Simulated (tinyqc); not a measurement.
Global model of a low-pressure process discharge: electron temperature, density, ion flux and ion energy: one step, computed by the program tinyqc.

Maxwellian electrons with temperature T_e in eV, one positive ion, no negative ions, uniform bulk density n; rate constants have the Arrhenius form.

Question. Geometry factors. n_g = p/(k_B T_g); lambda_i = 1/(n_g sigma); h_L = 0.86/sqrt(3 + L/(2 lambda_i)), h_R = 0.8/sqrt(4 + R/lambda_i); A_eff = 2 pi R^2 h_L + 2 pi R L h_R; d_eff = pi R^2 L/A_eff.

Inputs (values chosen for the exercise, of the order of those of an inductive discharge in a simple atomic gas):
```
quantity,value,unit
ion-neutral cross section,9.9e-19,m^2
pressure p,0.26,Pa
gas temperature T_g,600,K
radius R,15,cm
height L,19,cm
```

Constants: k_B = 1.380649e-23 J/K.

Give: gas density n_g; ion mean free path; h_L; h_R; A_eff; d_eff.

Answer.

gas density n_g = 3.139e+19 1/m^3

ion mean free path = 3.218 cm

h_L = 0.3525

h_R = 0.2718

A_eff = 985.1 cm^2

d_eff = 13.63 cm
